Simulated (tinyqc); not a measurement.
Charge control and current of a heterostructure field-effect transistor: one step, computed by the program tinyqc. Command: `OMP_NUM_THREADS=1 python tinyqc.py 3018049 3018050 out.jsonl hemt walk`. One thread of a shared host (Intel(R) Xeon(R) Processor @ 2.30GHz), about 0.01 s of CPU time with the checks.

Two subbands in a triangular well; E_F is counted from the conduction band edge of the channel at the interface.

Problem. Threshold and barrier capacitance. Threshold V_T = phi_B - dE_c - e N_d (d - spacer)/(eps eps_0) (in volts); C_b = eps eps_0/d.

Inputs (values chosen for the exercise, modelled on AlGaAs/GaAs): permittivity eps (barrier and channel) = 12.7; barrier thickness d = 37 nm; Schottky barrier phi_B = 1 eV; conduction band offset dE_c = 0.31 eV; delta-doping density N_d = 6e+12 1/cm^2; spacer between delta layer and channel = 3.5 nm.

Charge source: delta doping. Velocity law: two-piece.

Constants: e = 1.602176634e-19 C; eps_0 = 8.8541878128e-12 F/m.

Give: threshold voltage V_T; barrier capacitance C_b.

Solution.

threshold voltage V_T = -2.174 V

barrier capacitance C_b = 0.3039 microfarad/cm^2

The device is normally on.
